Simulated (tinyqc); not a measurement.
Inside a calculation. Method: Hueckel theory of the pi electrons, for the molecule [CH2+]c1cccc(O)c1 (SMILES; centres numbered as the heavy atoms are written). Computed by tinyqc, a small Python program that keeps every step. Settings: charge = 1. Command: `OMP_NUM_THREADS=1 python tinyqc.py 20374 20375 out.jsonl` (the two numbers bound the seeds that draw the settings). One thread of a shared host (Intel(R) Xeon(R) Processor @ 2.60GHz), about 0.01 s of CPU time with the checks.

## The Hueckel matrix

Centres:
```
centre  z_r, pi electrons of the neutral centre         h
1C                                            1  0.000000
2C                                            1  0.000000
3C                                            1  0.000000
4C                                            1  0.000000
5C                                            1  0.000000
6C                                            1  0.000000
7O                                            2  2.000000
8C                                            1  0.000000
```

Bonds:
```
i  j         k
1  2         1
2  3         1
3  4         1
4  5         1
5  6         1
6  7  0.800000
6  8         1
8  2         1
```

H_rr = alpha + h_r beta, H_rs = k_rs beta for bonded centres.

Hueckel matrix in units of beta (H = alpha + beta A):
```
          1C        2C        3C        4C        5C        6C        7O        8C
1C  0.000000  1.000000  0.000000  0.000000  0.000000  0.000000  0.000000  0.000000
2C  1.000000  0.000000  1.000000  0.000000  0.000000  0.000000  0.000000  1.000000
3C  0.000000  1.000000  0.000000  1.000000  0.000000  0.000000  0.000000  0.000000
4C  0.000000  0.000000  1.000000  0.000000  1.000000  0.000000  0.000000  0.000000
5C  0.000000  0.000000  0.000000  1.000000  0.000000  1.000000  0.000000  0.000000
6C  0.000000  0.000000  0.000000  0.000000  1.000000  0.000000  0.800000  1.000000
7O  0.000000  0.000000  0.000000  0.000000  0.000000  0.800000  2.000000  0.000000
8C  0.000000  1.000000  0.000000  0.000000  0.000000  1.000000  0.000000  0.000000
```

## Orbitals

pi electrons, sum of z_r less the charge = 8

Diagonalise; E = alpha + x beta with beta < 0, so the largest x are filled first; degenerate levels share their electrons. P = sum n_i c_ri c_si; each orbital has its largest coefficient positive (the first on a tie).

x values: 2.473917  1.928301  1.209131  0.847137  0.000000  -1.047574  -1.288818  -2.122095

occupations: 2.000000  2.000000  2.000000  2.000000  0.000000  0.000000  0.000000  0.000000

coefficients:
```
         MO1        MO2        MO3        MO4        MO5        MO6        MO7        MO8
1C  0.078714   0.266952  -0.361734  -0.085792   0.755929   0.057563  -0.396554  -0.228762
2C  0.194733   0.514764  -0.437384  -0.072677   0.000000  -0.060302   0.511085   0.485455
3C  0.142056   0.435700   0.059509  -0.475421  -0.377964  -0.475800  -0.193223  -0.392225
4C  0.156701   0.325397   0.509339  -0.330070   0.000000   0.558738  -0.262056   0.346883
5C  0.245610   0.191764   0.556348   0.195807   0.377964  -0.109519   0.530965  -0.343895
6C  0.450917   0.044381   0.163359   0.495945   0.000000  -0.444009  -0.422262   0.382894
7O  0.761174  -0.495190  -0.165245  -0.344149   0.000000   0.116554   0.102714  -0.074311
8C  0.260983   0.289967  -0.226630   0.499645  -0.377964   0.481408  -0.068919  -0.409194
```

charge and bond-order matrix P:
```
           1C         2C         3C         4C         5C         6C         7O         8C
1C   0.431342   0.634395   0.293507  -0.113456  -0.295048  -0.108598   0.034046   0.274130
2C   0.634395   0.998979   0.520939  -0.001541  -0.222054   0.006319  -0.018786   0.525796
3C   0.293507   0.520939   0.879163   0.702537   0.116918  -0.285339   0.092314  -0.175232
4C  -0.113456  -0.001541   0.702537   0.997622   0.639252   0.009218  -0.024858  -0.290197
5C  -0.295048  -0.222054   0.116918   0.639252   0.889922   0.614508  -0.134656   0.182908
6C  -0.108598   0.006319  -0.285339   0.009218   0.614508   0.955887   0.247153   0.682651
7O   0.034046  -0.018786   0.092314  -0.024858  -0.134656   0.247153   1.940686  -0.158877
8C   0.274130   0.525796  -0.175232  -0.290197   0.182908   0.682651  -0.158877   0.906400
```

## Energy, charges, bond orders

E = sum n x; q_r = z_r - P_rr; bond order p = P_rs; free valence = sqrt(3) - sum of p over the bonds of the atom.

pi energy = 8 alpha + this times beta = 12.916973

pi charges: 1C 0.568658, 2C 0.001021, 3C 0.120837, 4C 0.002378, 5C 0.110078, 6C 0.044113, 7O 0.059314, 8C 0.093600

Bond orders and lengths from R = 1.517 - 0.180 p (angstrom, C-C alone):
```
bond         p         R
1-2   0.634395  1.402809
2-3   0.520939  1.423231
3-4   0.702537  1.390543
4-5   0.639252  1.401935
5-6   0.614508  1.406389
6-7   0.247153         -
6-8   0.682651  1.394123
8-2   0.525796  1.422357
```

free valence of the carbons: 1C 1.097656, 2C 0.050921, 3C 0.508575, 4C 0.390261, 5C 0.478290, 6C 0.187739, 8C 0.523604

gap between the highest filled and the next level = 0.847137 |beta|
